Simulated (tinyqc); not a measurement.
## Ballistic conductance of a hard-wall strip of a two-dimensional electron gas by counting modes: conductance against Fermi energy

Subband edges E_n = C (n pi/W)^2/m, n = 1, 2, ...; C = hbar^2/(2 m0). Every mode transmits fully; spin gives the factor 2 in 2 q^2/h, valleys the factor gv.

G = (2 q^2/h) gv M; at zero temperature M counts the edges below Ef, at T it is the sum of degeneracy times f. The smooth (Sharvin) count is kF W/pi, kF = sqrt(m Ef/C), and with the boundary term kF W/pi - 1/2. f = 1/(1 + exp((E_n - Ef)/Vt)).

Values chosen for this exercise:

| symbol | value | unit | meaning |
|---|---|---|---|
| T | 300 | K | temperature |
| m | 0.44 | m0 | mass |
| gv | 1 |  | valleys |
| W | 6.1 | nm | width |

Constants: q = 1.602176634e-19 C, kB = 1.380649e-23 J/K, hbar = 1.054571817e-34 J s, h = 6.62607015e-34 J s, m0 = 9.1093837015e-31 kg, Vt = kB T/q, hbar^2/(2 m0) = 0.0380998212 eV nm^2. Results are converted to the units shown.

Results:

| Ef (eV) | M at T = 0 | M at T | smooth count | with boundary term | G (uS) |
|---|---|---|---|---|---|
| 0.053 | 1 | 0.9462 | 1.519 | 1.019 | 73.31 |
| 0.09 | 1 | 1.423 | 1.980 | 1.480 | 110.3 |
| 0.164 | 2 | 2.099 | 2.672 | 2.172 | 162.6 |
| 0.2 | 2 | 2.421 | 2.951 | 2.451 | 187.6 |
| 0.237 | 3 | 2.766 | 3.212 | 2.712 | 214.3 |
| 0.274 | 3 | 2.956 | 3.454 | 2.954 | 229.1 |
| 0.311 | 3 | 3.084 | 3.680 | 3.180 | 238.9 |
| 0.348 | 3 | 3.316 | 3.893 | 3.393 | 256.9 |
| 0.385 | 4 | 3.663 | 4.094 | 3.594 | 283.8 |
| 0.422 | 4 | 3.894 | 4.286 | 3.786 | 301.7 |

Estimate the missing row, Ef = 0.127 eV.

Computed row:

| Ef (eV) | M at T = 0 | M at T | smooth count | with boundary term | G (uS) |
|---|---|---|---|---|---|
| 0.127 | 2 | 1.822 | 2.352 | 1.852 | 141.2 |

With this row back in the table: The integer count climbs from 1 to 4; the smooth count goes as Ef^(0.50). In the last row M at T is 9.1 % below the smooth count and 2.8 % above the count with the boundary term: hard walls push the wave away from the edge and cost modes. The largest gap between M at T and the integer count is 0.42. In 4 of the 11 rows Ef exceeds 0.3 eV, where real bands are no longer parabolic.

Program tinyqc, `OMP_NUM_THREADS=1 python tinyqc.py 2740134 2740135 out.jsonl`; Intel Xeon 2.30GHz, shared host, one thread, about 0.08 s.
